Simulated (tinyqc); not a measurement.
Stability and critical current from long pulses.

Question. For long pulses a magnetic tunnel junction switches at I = Ic0 [1 - ln(tp/t0)/Delta]. Find Ic0 and Delta.

Parameters, values chosen for the exercise:

| symbol | value | unit | meaning |
|---|---|---|---|
| t0 | 1 | ns | attempt time |

switching current for pulses of 0.0001 and 0.01 s (uA): 39.892811  37.408890

Answer. I is linear in ln tp: it equals Ic0 at tp = t0, and the slope is -Ic0/Delta.

Ic0 = 46.10 uA
Delta = 85.47

Program tinyqc, `OMP_NUM_THREADS=1 python tinyqc.py 2450035 2450036 out.jsonl`; Intel Xeon 2.30GHz, shared host, one thread, about 0.01 s.
